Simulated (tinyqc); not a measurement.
The whole curve: space-charge-limited current through a thin insulating or semi-insulating film with traps. Computed by tinyqc, a small Python program. Command: `OMP_NUM_THREADS=1 python tinyqc.py 3006484 3006485 out.jsonl sclc walk`. One thread of a shared host (Intel(R) Xeon(R) Processor @ 2.30GHz), about 0.01 s of CPU time with the checks.

One ohmic injecting contact at x = 0 (field zero), drift only, non-degenerate free carriers.

Inputs (values chosen for the exercise, modelled on HfO2):
```
quantity                                            value        unit
permittivity eps                                       22           -
band mobility mu                                    0.064  cm^2/(V s)
effective density of states N_c                   1.1e+20      1/cm^3
trap density N_t                                  1.1e+15      1/cm^3
equilibrium Fermi level below the band edge, E_0     0.88          eV
thickness d                                          1600          nm
free density at the anode, in units of N_c        4.5e-07           -
temperature T                                         250           K
trap level E_t below the band edge                   0.49          eV
```

Traps: single level.

Constants: k_B = 8.617333262e-05 eV/K; e = 1.602176634e-19 C; eps_0 = 8.8541878128e-12 F/m.

Method:
- Free density n_0 = N_c exp(-E_0/k_B T) in equilibrium; trapped density n_t(n) = N_t/(1 + n_1/n), n_1 = N_c exp(-E_t/k_B T).
- theta = n/(n + n_t) at the anode density; trap-filled-limit voltage V_TFL = e (N_t - n_t(n_0)) d^2/(2 eps eps_0).
- J = e mu n F and (eps eps_0/e) dF/dx = n - n_0 + n_t(n) - n_t(n_0) = rho(n). With F = J/(e mu n): d = (eps eps_0 J/(e^2 mu)) I_1 and V = (eps eps_0 J^2/(e^3 mu^2)) I_2, I_k = int_(n_L)^infinity dn/(n^(k+1) rho(n)), n_L the density at the anode; with u = n_L/n, 200 Gauss-Legendre points in t, u = 1 - (1 - t)^2.
- The last column is d ln J/d ln V up to the next row.

V_TFL = 1.15809 V

Current against voltage:
```
n_L (1/cm^3)       V (V)  J (A/cm^2)   slope
2.10e+02      1.1846e-08  1.9370e-22   1.745
4.10e+03      8.4421e-07  3.3135e-19   1.992
8.00e+04      1.6933e-05  1.3020e-16   2.000
1.60e+06      3.3905e-04  5.2151e-14   2.002
3.10e+07      6.5365e-03  1.9500e-11   2.039
6.00e+08      1.1527e-01  6.7776e-09   2.612
1.20e+10      8.1150e-01  1.1085e-06  10.062
2.30e+11      1.1375e+00  3.3150e-05  55.946
4.40e+12      1.2002e+00  6.6677e-04  10.897
8.70e+13      1.6091e+00  1.6277e-02   3.029
1.70e+15      6.4734e+00  1.1027e+00   2.092
3.30e+16      9.4442e+01  3.0042e+02       -
```

What does the comparison show, and why?

The slope starts at 1.74, peaks at 55.9 between 1.14 and 1.20 V and ends at 2.09. Rows below 0.22 V (10 k_B T/e) are formal, since diffusion from the contact rules there. The steep part is the filling of the level near V_TFL = 1.16 V, from which N_t can be read; below it a slope near 2, where the rows show one, belongs to the square law scaled by theta.

Extremes, crossings and ranges named in words are read from the listed rows.
